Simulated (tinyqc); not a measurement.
The basis set: RHF and MP2 along a ladder of basis sets, for HeH+, spin multiplicity 1. Computed by the program tinyqc with PySCF. Same geometry throughout; the dipole is taken about the origin.

Geometry (angstrom):
```
atom       x       y       z
He    0.0000  0.0000  0.0000
H     0.0000  0.0000  0.7430
```

RHF and frozen-core MP2 in a ladder of bases:
```
basis        functions  E(RHF) (hartree)  E(MP2 corr) (hartree)  HOMO (eV)  LUMO (eV)  dipole (debye)
sto-3g               2         -2.834641              -0.007315   -45.1033    -4.0422          2.7004
3-21g                4         -2.886532              -0.017937   -44.9532    -6.4988          2.5280
6-31g                4         -2.909510              -0.016824   -45.0541    -6.7660          2.5016
6-31g**             10         -2.924274              -0.028662   -45.0939    -6.5532          2.4072
cc-pvdz             10         -2.922596              -0.029140   -45.0683    -6.5612          2.3415
aug-cc-pvdz         18         -2.923316              -0.029632   -45.0707    -7.0486          2.3690
cc-pvtz             28         -2.931760              -0.035998   -45.1346    -6.8997          2.3803
```

What does the comparison show, and why?

From cc-pVDZ to cc-pVTZ the RHF energy falls by 9.2 mhartree and the correlation energy by 6.9. If valence correlation converges as X^-3, (27 E(T) - 8 E(D))/19 gives -0.0389 hartree, a rough estimate from such small X that usually falls short; STO-3G holds about 19 % of it. Beyond STO-3G the LUMO moves by 0.5 eV and the HOMO by 0.2 eV.
